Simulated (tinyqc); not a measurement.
Inside a calculation. Model: grain growth, pinning, strength and diffusional creep of a polycrystal or thin film. Computed by tinyqc, a small Python program that keeps every step. Command: `OMP_NUM_THREADS=1 python tinyqc.py 3026822 3026823 out.jsonl grain walk`. One thread of a shared host (Intel(R) Xeon(R) Processor @ 2.30GHz), about 0.01 s of CPU time with the checks. Intermediate numbers are printed to about 7 digits and carried at full precision; extremes and crossings named in words are read from the listed rows.

One mean grain size d describes the structure.

Inputs (values chosen for the exercise, modelled on polycrystalline silicon):
```
quantity                                    value        unit
shear modulus G                              68.2         GPa
Burgers vector b                             3.84    angstrom
atomic volume Omega                         20.02  angstrom^3
boundary energy gamma                        0.62       J/m^2
mobility prefactor M0                     5.5e-07   m^4/(J s)
activation energy of boundary motion Q_m     2.91          eV
anneal temperature T                         1572           K
anneal time t                                3000           s
initial grain size d0                         180          nm
particle volume fraction f                0.00078           -
particle radius r                              26          nm
film thickness h                              140          nm
surface energy gamma_s                        1.4       J/m^2
friction stress sigma_0                       270         MPa
Hall-Petch slope k_y                         0.26   MPa m^0.5
lattice diffusion energy Q_l                 4.83          eV
boundary diffusion energy Q_b                2.54          eV
lattice prefactor D0                      1.2e-05       m^2/s
boundary prefactor delta D0b              2.5e-14       m^3/s
applied stress sigma                           24         MPa
service temperature T_c                       733           K
```

Sample: thin film on a substrate.

Constants: k_B = 8.617333262e-05 eV/K; k_B = 1.380649e-23 J/K.

## Mobility and the sizes at which growth stops

M = M0 exp(-Q_m/(k_B T)). The driving pressure is 2 gamma/d. Zener pinning pressure 3 f gamma/(2 r) stops growth at d_Z = 4 r/(3 f). Grooves where boundaries meet the surface have the angle theta = arcsin(gamma/(2 gamma_s)) and are taken to stop growth at d_h = h/(2 theta), a few film thicknesses; the limit is 1/d_lim = 1/d_Z + 1/d_h.

mobility M = 2.576335e-16 m^4/(J s)

Zener size d_Z = 44444.44 nm

groove angle theta = 0.2232792 rad

groove limit d_h = 313.5089 nm

limit d_lim = 311.3129 nm

The grooves set the tighter limit.

## Grain size after the anneal

dd/dt = 2 M gamma (1/d - 1/d_lim) integrates to 2 M gamma t = d_lim (d0 - d) + d_lim^2 ln[(d_lim - d0)/(d_lim - d)]; without pinning d^2 = d0^2 + 4 M gamma t.

size without pinning = 1396.135 nm

grain size d = 311.3085 nm

Growth has stagnated at the limit.

## Yield stress

Hall-Petch term k_y/sqrt(d). Orowan term 3.06 x 0.4 G b ln(2 rbar/b)/(pi lambda sqrt(1 - nu)) with nu = 1/3, rbar = sqrt(2/3) r, lambda = rbar (sqrt(pi/f) - 2). Film term (threading dislocation, matched substrate, the geometry of an fcc (111) film taken for all cases): 3.464 G b ln(2 h/b)/(4 pi (1 - nu) h). The terms are added to sigma_0.

Hall-Petch term = 465.9913 MPa

Orowan term = 45.06727 MPa

film term = 509.8678 MPa

yield stress = 1290.926 MPa

The largest term is the film one. The anneal changed the Hall-Petch term from 613 to 466 MPa. Caution: silicon is brittle except at high temperature, so these strengthening laws for metals do not give its real strength.

## Diffusional creep at T_c

Nabarro-Herring rate = 14 sigma Omega D_l/(k_B T d^2), D_l = D0 exp(-Q_l/(k_B T)); Coble rate = 14 pi sigma Omega delta D_b/(k_B T d^3), delta D_b = delta D0b exp(-Q_b/(k_B T)); they are equal at d_x = pi delta D_b/D_l.

Nabarro-Herring rate = 5.087549e-26 1/s

Coble rate = 5.946149e-12 1/s

crossover size d_x = 3.638465e+13 micrometre

time to 1 % strain = 1.681761e+09 s

Boundary diffusion carries the creep, by a factor 1.2e14.

## Strength against creep resistance

Hall-Petch term k_y/sqrt(d).

At T_c and sigma:
```
d (nm)  Hall-Petch term (MPa)  Nabarro-Herring (1/s)   Coble (1/s)  time to 1 % (s)
30                   1501.111           5.478329e-24  6.644237e-09     1.505064e+06
100                   822.192           4.930496e-25  1.793944e-10     5.574310e+07
300                   474.693           5.478329e-26  6.644237e-12     1.505064e+09
1000                  260.000           4.930496e-27  1.793944e-13     5.574310e+10
3000                  150.111           5.478329e-28  6.644237e-15     1.505064e+12
10000                  82.219           4.930496e-29  1.793944e-16     5.574310e+13
100000                 26.000           4.930496e-31  1.793944e-19     5.574310e+16
```

From 100 micrometre to 30 nm grains the Hall-Petch term grows 58 times, while the time to 1 % strain shrinks by 10.6 decades. Coble creep rules in 7 of the seven rows (d_x is a millimetre or more). Fine grains resist slip but creep fast. The Hall-Petch value at 30 nm is at the edge of that law, and in a film grains much larger than h lose atoms to the surfaces instead.

## Growth with time

The formulas are those given above.

At T:
```
t (s)  free growth (nm)  pinned growth (nm)    d/d_lim
0.46           180.8146            180.3436  0.5793001
1.5            182.6428            181.1147  0.5817771
4.6            187.9869            183.3677  0.5890140
15             204.8999            190.4670  0.6118186
46             248.5776            208.2703  0.6690065
150            358.1056            246.6619  0.7923281
460            571.2340            291.1415  0.9352054
1500           995.3876            310.6983  0.9980257
```

The apparent exponent d ln d/d ln t of the pinned growth is at most about 0.15, below the ideal 1/2, and falls to 0.055 in the last rows: the initial size hides the law early and pinning hides it late.

Checks made by the program: d against numerical integration (relative difference below 1e-10).
